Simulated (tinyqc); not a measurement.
Electromigration in a confined line: Blech product, Korhonen stress evolution and Black's law: one step, computed by the program tinyqc.

The electron wind pushes atoms from the cathode (x = 0) to the anode (x = L); blocking ends build a back stress (tension positive). The input rho is taken not to change with temperature. d sigma/dt = d/dx [kappa (d sigma/dx + G)], with zero flux at both ends and sigma = 0 at t = 0.

Problem. Series terms at the cathode. sigma(x, t) = G L [1/2 - x/L - 4 sum_(m odd) cos(m pi x/L) exp(-m^2 pi^2 s)/(m pi)^2], s = t/tau, summed to m = 399. The terms at x = 0 are 4 exp(-m^2 pi^2 s)/(m pi)^2; tau = L^2/kappa.

Inputs (values chosen for the exercise, close to those used for copper lines): line length L = 35 um; test temperature T = 240 C; time as a fraction of L^2/kappa, s = 0.017.

Start: stress-free.

stress gradient G = 12.33975 MPa/um

tau = 74.05877 h

Give: terms for m = 1, 3, 5, 7; cathode stress at time s; time t.

Solution.

terms for m = 1, 3, 5, 7: 0.3427  0.009947  2.444e-04  2.224e-06

cathode stress at time s = 63.54 MPa

time t = 1.259 h
